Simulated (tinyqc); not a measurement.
Plane-wave Kohn-Sham cycle with exchange-only LDA in a layered model solid, step by step. One step of it, computed by the program tinyqc.

Problem. Iteration 1: potential. V_H(G) = 4 pi rho(G)/G^2 for G != 0 (uniform background); v_x = -(3 rho/pi)^(1/3); V = V_ext + V_H + v_x; Fourier components f(G_m) = (1/N) sum_j f(x_j) exp(-i G_m x_j).

A solid whose potential varies along x alone (atomic units):
```
parameter                      value
period a                    5.200000
cross-section of the cell  10.000000
electrons per cell                 2
grid points                       16
plane waves -n..n, n               3
k points                           1
V1 in V1 cos(2 pi x/a)     -0.250000
V2 in V2 cos(4 pi x/a)      0.000000
```

density at the start, on the grid x_j = j a/N (e/bohr^3): 0.03846154  0.03846154  0.03846154  0.03846154  0.03846154  0.03846154  0.03846154  0.03846154  0.03846154  0.03846154  0.03846154  0.03846154  0.03846154  0.03846154  0.03846154  0.03846154

Give: Potentials on the grid; V(G_m), m = 0, 1, 2, ....

Solution.

Potentials on the grid (hartree):
```
x       V_ext    V_H     v_x       V
0.000  -0.250  0.000  -0.332  -0.582
0.325  -0.231  0.000  -0.332  -0.563
0.650  -0.177  0.000  -0.332  -0.509
0.975  -0.096  0.000  -0.332  -0.428
1.300       0  0.000  -0.332  -0.332
1.625   0.096  0.000  -0.332  -0.237
1.950   0.177  0.000  -0.332  -0.156
2.275   0.231  0.000  -0.332  -0.101
2.600   0.250  0.000  -0.332  -0.082
2.925   0.231  0.000  -0.332  -0.101
3.250   0.177  0.000  -0.332  -0.156
3.575   0.096  0.000  -0.332  -0.237
3.900       0  0.000  -0.332  -0.332
4.225  -0.096  0.000  -0.332  -0.428
4.550  -0.177  0.000  -0.332  -0.509
4.875  -0.231  0.000  -0.332  -0.563
```

V(G_m), m = 0, 1, 2, ... (hartree): -0.332  -0.125  0.000  0.000  0.000  0.000  0.000
